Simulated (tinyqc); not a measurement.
Plane-wave Kohn-Sham cycle with exchange-only LDA in a layered model solid, step by step. Computed by tinyqc, a small Python program that keeps every step. Settings: points = 16, plane-wave index or count = 3, electrons = 2, k points = 3, area = 38.0, mixing = 0.3, iteration cap = 77, Pulay depth = 3. Command: `OMP_NUM_THREADS=1 python tinyqc.py 21388 21389 out.jsonl` (the two numbers bound the seeds that draw the settings). One thread of a shared host (Intel(R) Xeon(R) Processor @ 2.60GHz), about 0.01 s of CPU time with the checks. Later iterations appear only in the table of the cycle.

## Iteration 1: potential

A solid whose potential varies along x alone (atomic units):
```
parameter                      value
period a                   11.400000
cross-section of the cell  38.000000
electrons per cell                 2
grid points                       16
plane waves -n..n, n               3
k points                           3
V1 in V1 cos(2 pi x/a)     -0.240000
```

density at the start, on the grid x_j = j a/N (e/bohr^3): 0.00461681  0.00461681  0.00461681  0.00461681  0.00461681  0.00461681  0.00461681  0.00461681  0.00461681  0.00461681  0.00461681  0.00461681  0.00461681  0.00461681  0.00461681  0.00461681

V_H(G) = 4 pi rho(G)/G^2 for G != 0 (uniform background); v_x = -(3 rho/pi)^(1/3); V = V_ext + V_H + v_x; Fourier components f(G_m) = (1/N) sum_j f(x_j) exp(-i G_m x_j).

Potentials on the grid (hartree):
```
x              V_ext       V_H        v_x          V
0.000000   -0.240000  0.000000  -0.163972  -0.403972
0.712500   -0.221731  0.000000  -0.163972  -0.385704
1.425000   -0.169706  0.000000  -0.163972  -0.333678
2.137500   -0.091844  0.000000  -0.163972  -0.255817
2.850000           0  0.000000  -0.163972  -0.163972
3.562500    0.091844  0.000000  -0.163972  -0.072128
4.275000    0.169706  0.000000  -0.163972   0.005733
4.987500    0.221731  0.000000  -0.163972   0.057759
5.700000    0.240000  0.000000  -0.163972   0.076028
6.412500    0.221731  0.000000  -0.163972   0.057759
7.125000    0.169706  0.000000  -0.163972   0.005733
7.837500    0.091844  0.000000  -0.163972  -0.072128
8.550000           0  0.000000  -0.163972  -0.163972
9.262500   -0.091844  0.000000  -0.163972  -0.255817
9.975000   -0.169706  0.000000  -0.163972  -0.333678
10.687500  -0.221731  0.000000  -0.163972  -0.385704
```

V(G_m), m = 0, 1, 2, ... (hartree): -0.163972  -0.120000  0.000000  0.000000  0.000000  0.000000  0.000000

## Iteration 1: Hamiltonian at one k

k = 0.000000 2 pi / a

H(m,m') = (k + G_m)^2/2 delta + V(G_m - G_m'), with V(-G) = V(G).

H (hartree), lower triangle:
```
           -3         -2         -1         +0         +1         +2        +3
-3   1.203009
-2  -0.120000   0.443575
-1   0.000000  -0.120000  -0.012086
+0   0.000000   0.000000  -0.120000  -0.163972
+1   0.000000   0.000000   0.000000  -0.120000  -0.012086
+2   0.000000   0.000000   0.000000   0.000000  -0.120000   0.443575
+3   0.000000   0.000000   0.000000   0.000000   0.000000  -0.120000  1.203009
```

## Iteration 1: levels at that k

Diagonalise the Hermitian matrix.

eigenvalues (hartree): -0.280150  -0.042437  0.070673  0.455140  0.458203  1.221794  1.221799

## Iteration 1: new density

Motion across x is left out: the lowest 1 band(s) hold two electrons at each of the k points (j + 1/2)/nk - 1/2. Residual R = rho(out) - rho(in); rho(new) = rho(in) + 0.3 R. rho(out) = 2/(a A nk) sum |psi|^2 with psi = sum c exp(i G x). Harris energy E = band energy - dV sum rho (V_H/2 + v_x) + (3/4) dV sum rho v_x with rho(in), dV = a A/N, band energy = (2/nk) sum of the filled levels.

rho(out) (e/bohr^3): 0.01445396  0.01275257  0.00879573  0.00481004  0.00214316  0.00081125  0.00027551  0.00009337  0.00005168  0.00009337  0.00027551  0.00081125  0.00214316  0.00481004  0.00879573  0.01275257

density after iteration 1 (e/bohr^3): 0.00756795  0.00705753  0.00587048  0.00467477  0.00387471  0.00347514  0.00331442  0.00325977  0.00324727  0.00325977  0.00331442  0.00347514  0.00387471  0.00467477  0.00587048  0.00705753

energy per cell = -0.47670240 hartree

## Iteration 2: potential

As before.

Potentials on the grid (hartree):
```
x              V_ext        V_H        v_x          V
0.000000   -0.240000   0.090862  -0.193338  -0.342476
0.712500   -0.221731   0.081731  -0.188890  -0.328890
1.425000   -0.169706   0.057399  -0.177643  -0.289950
2.137500   -0.091844   0.025064  -0.164656  -0.231436
2.850000           0  -0.007863  -0.154669  -0.162532
3.562500    0.091844  -0.036272  -0.149158  -0.093587
4.275000    0.169706  -0.057524  -0.146823  -0.034641
4.987500    0.221731  -0.070522  -0.146011   0.005197
5.700000    0.240000  -0.074885  -0.145824   0.019291
6.412500    0.221731  -0.070522  -0.146011   0.005197
7.125000    0.169706  -0.057524  -0.146823  -0.034641
7.837500    0.091844  -0.036272  -0.149158  -0.093587
8.550000           0  -0.007863  -0.154669  -0.162532
9.262500   -0.091844   0.025064  -0.164656  -0.231436
9.975000   -0.169706   0.057399  -0.177643  -0.289950
10.687500  -0.221731   0.081731  -0.188890  -0.328890
```

V(G_m), m = 0, 1, 2, ... (hartree): -0.162179  -0.090353  0.000235  -0.000106  0.000058  0.000018  0.000000

## Iteration 2: Hamiltonian at one k

k = 0.000000 2 pi / a

As before.

H (hartree), lower triangle:
```
           -3         -2         -1         +0         +1         +2        +3
-3   1.204802
-2  -0.090353   0.445368
-1   0.000235  -0.090353  -0.010292
+0  -0.000106   0.000235  -0.090353  -0.162179
+1   0.000058  -0.000106   0.000235  -0.090353  -0.010292
+2   0.000018   0.000058  -0.000106   0.000235  -0.090353   0.445368
+3   0.000000   0.000018   0.000058  -0.000106   0.000235  -0.090353  1.204802
```

## Iteration 2: levels at that k

As before.

eigenvalues (hartree): -0.237824  -0.027975  0.047007  0.452059  0.453312  1.215498  1.215501

## Iteration 2: new density

B (overlaps of the stored error matrices):
```
               1              2
1  4.0481162e-04  2.5003700e-04
2  2.5003700e-04  1.5549105e-04
```

Motion across x is left out: the lowest 1 band(s) hold two electrons at each of the k points (j + 1/2)/nk - 1/2. Residual R = rho(out) - rho(in); rho(new) = rho(in) + 0.3 R; Pulay mixing then takes sum c_i of the stored mixed densities, with c from B_ij = sum R_i R_j as in DIIS. rho(out) = 2/(a A nk) sum |psi|^2 with psi = sum c exp(i G x). Harris energy E = band energy - dV sum rho (V_H/2 + v_x) + (3/4) dV sum rho v_x with rho(in), dV = a A/N, band energy = (2/nk) sum of the filled levels.

rho(out) (e/bohr^3): 0.01328301  0.01193287  0.00868808  0.00519554  0.00261372  0.00114624  0.00046170  0.00019257  0.00012442  0.00019257  0.00046170  0.00114624  0.00261372  0.00519554  0.00868808  0.01193287

DIIS coefficients: -1.569783  2.569783

density after iteration 2 (e/bohr^3): 0.01197389  0.01081610  0.00804267  0.00507625  0.00290257  0.00167971  0.00111516  0.00089516  0.00083976  0.00089516  0.00111516  0.00167971  0.00290257  0.00507625  0.00804267  0.01081610

energy per cell = -0.40687728 hartree

## Convergence

Stop when sqrt(dV sum R^2) is below 1e-8, dV = a A/N.

Course of the cycle:
```
iteration  E (hartree)  norm of the residual
1          -0.47670240              1.05e-01
2          -0.40687728              6.49e-02
3          -0.36644703              1.54e-02
4          -0.37215738              2.76e-02
5          -0.36618496              1.47e-03
6          -0.36617119              3.86e-05
7          -0.36617119              1.95e-05
8          -0.36617119              6.87e-07
9          -0.36617119              4.86e-07
10         -0.36617119              1.39e-07
11         -0.36617119              4.48e-08
12         -0.36617119              3.03e-08
13         -0.36617119              3.32e-09
```

Converged in 13 iterations. Before convergence this energy mixes input and output and is not variational, so it may rise towards its limit.
